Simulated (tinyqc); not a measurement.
Frequency dispersion of an accumulation capacitance by border traps, distributed model: one step of the calculation.

Traps spread evenly through the insulator exchange electrons with the semiconductor by tunnelling, with tau(x) = t0 exp(2 ka x) at depth x from the interface. The admittance per area Y seen at depth x obeys dY/dx = -Y^2/(i w eps0 eox) + q Nb ln(1 + i w tau)/tau, with Y(0) = i w Cs and w = 2 pi f; the gate sees Y(tox) = G + i w C. Working variable y = Y/(i w), in uF/cm^2. Cox = eps0 eox/tox.

Problem. Midpoint steps through the active depth. In terms of y: dy/dx = -y^2/(eps0 eox) + s(x), s = q Nb ln(1 + z)/z, z = i w tau. 11 midpoint steps of h = xe/11: y_half = y + (h/2) y'(x, y), y(new) = y + h y'(x + h/2, y_half).

Parameters, values chosen for the exercise; permittivity close to that of hafnium oxide:
```
symbol   value         unit                                               meaning
eox         19                             relative permittivity of the insulator
Cs         1.1      uF/cm^2             semiconductor capacitance in accumulation
Nb      5.5e18  cm^-3 eV^-1                               density of border traps
ka         3.2         1/nm  decay constant of the wave function in the insulator
t0       4e-11            s              time constant of a trap at the interface
f          100           Hz                                             frequency
xe         3.5           nm               depth down to which the steps are taken
```

Constants: q = 1.602176634e-19 C, eps0 = 8.8541878128e-14 F/cm where lengths are in cm. Results are converted to the units shown.

Give: x; s; y.

Solution.

```
point	x (nm)	s (uF/(cm^2 nm))	y (uF/cm^2)
0	0	0.08812+0.00000i	1.100+0.000i
1	0.3182	0.08812+0.00000i	1.105+0.000i
2	0.6364	0.08812+0.00000i	1.110+0.000i
3	0.9545	0.08812+0.00000i	1.115+0.000i
4	1.273	0.08812+0.00000i	1.119+0.000i
5	1.591	0.08812-0.00003i	1.123+0.000i
6	1.909	0.08812-0.00022i	1.127+0.000i
7	2.227	0.08808-0.00172i	1.131+0.000i
8	2.545	0.08563-0.01261i	1.135-0.002i
9	2.864	0.04461-0.03524i	1.134-0.010i
10	3.182	0.00761-0.01440i	1.116-0.018i
11	3.500	0.00102-0.00321i	1.094-0.019i
```

tinyqc, about 0.6 s, one thread, Intel Xeon 2.30GHz (shared host): `OMP_NUM_THREADS=1 python tinyqc.py 2202113 2202114 out.jsonl`
